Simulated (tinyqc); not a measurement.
# Surface Green function of a square-lattice strip three rows wide, Sancho-Rubio decimation: densities of states against energy

A semi-infinite lead of cells 0, 1, 2, ... with H0 inside a cell and H1 = <cell i|H|cell i + 1>. A cell is one column of three sites. z = E + i eta.

Start with e_s = e = H0, a = H1, b = H1^dagger. Each round: g = (z - e)^(-1); e_s <- e_s + a g b; e <- e + a g b + b g a; a <- a g a; b <- b g b (all with the old a, b). Round k joins cells 2^k apart. Stop when the largest entry of the matrices a and b is below 1e-12 eV; g_s = (z - e_s)^(-1), bulk (z - e)^(-1), density of states -Im Tr/pi. Here eta = 0.0001 eV. Open modes are the crossings of E with the bands of H0 + H1 exp(ik) + H1^dagger exp(-ik) for 0 < k < pi.

H0 (eV):

|  | 1 | 2 | 3 |
|---|---|---|---|
| 1 | -0.58 | -2.19 | 0 |
| 2 | -2.19 | -0.47 | -2.19 |
| 3 | 0 | -2.19 | 1.23 |

H1 (eV):

|  | 1 | 2 | 3 |
|---|---|---|---|
| 1 | -2.2 | 0 | 0 |
| 2 | 0 | -2.2 | 0 |
| 3 | 0 | 0 | -2.2 |

Densities of states against energy:

| E (eV) | open modes | rounds | surface (1/eV) | bulk (1/eV) |
|---|---|---|---|---|
| -8.47 | 0 | 6 | 3.741e-6 | 9.102e-6 |
| -6.93 | 1 | 20 | 0.08156 | 0.1283 |
| -5.4 | 1 | 21 | 0.1271 | 0.08238 |
| -3.87 | 2 | 21 | 0.1931 | 0.2838 |
| -2.34 | 2 | 21 | 0.2579 | 0.1638 |
| -0.81 | 3 | 21 | 0.3183 | 0.3409 |
| 0.72 | 3 | 21 | 0.3222 | 0.3375 |
| 2.25 | 2 | 21 | 0.2703 | 0.1552 |
| 3.78 | 2 | 21 | 0.2304 | 0.1934 |
| 5.31 | 1 | 21 | 0.1272 | 0.08230 |
| 6.84 | 1 | 20 | 0.08191 | 0.1278 |
| 8.37 | 0 | 6 | 3.905e-6 | 9.548e-6 |

What does the comparison show?

The bands of the infinite lead run over -7.70 to 1.10, -4.14 to 4.66, -1.19 to 7.61 eV. The rounds lie between 6 and 21, 6.0 on average outside the bands and 20.8 inside. The surface density of states is largest at E = 0.72 eV among the rows (0.322 1/eV, bulk 0.338).

tinyqc, about 0.07 s, one thread, Intel Xeon 2.30GHz (shared host): `OMP_NUM_THREADS=1 python tinyqc.py 2680013 2680014 out.jsonl`
